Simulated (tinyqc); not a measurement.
From results back to parameters: thresholds of impact ionisation and Auger recombination from band masses. Three cases, with inputs chosen for the exercise.

Problem. For parabolic bands the thresholds of impact ionisation are Eg (1 + 2 mu)/(1 + mu) for electrons and Eg (2 + mu)/(1 + mu) for heavy holes, mu = me/mh. Both are given.

Find: Eg; mu.

Method. The sum is 3 Eg; mu = (E_e - Eg)/(2 Eg - E_e).

Case 1.

thresholds for electrons and holes (eV): 1.880049  3.057951

Solution.

Eg = 1.646 eV
mu = 0.1658

Case 2.

thresholds for electrons and holes (eV): 1.656891  2.789109

Solution.

Eg = 1.482 eV
mu = 0.1338

Case 3.

thresholds for electrons and holes (eV): 1.711812  2.875188

Solution.

Eg = 1.529 eV
mu = 0.1358

Computed by tinyqc, one run a case: `OMP_NUM_THREADS=1 python tinyqc.py N N+1 out.jsonl` with N = 1850172, 1850185, 1850201; one thread of a shared Intel(R) Xeon(R) Processor @ 2.30GHz, about 0.01 s a run at most.
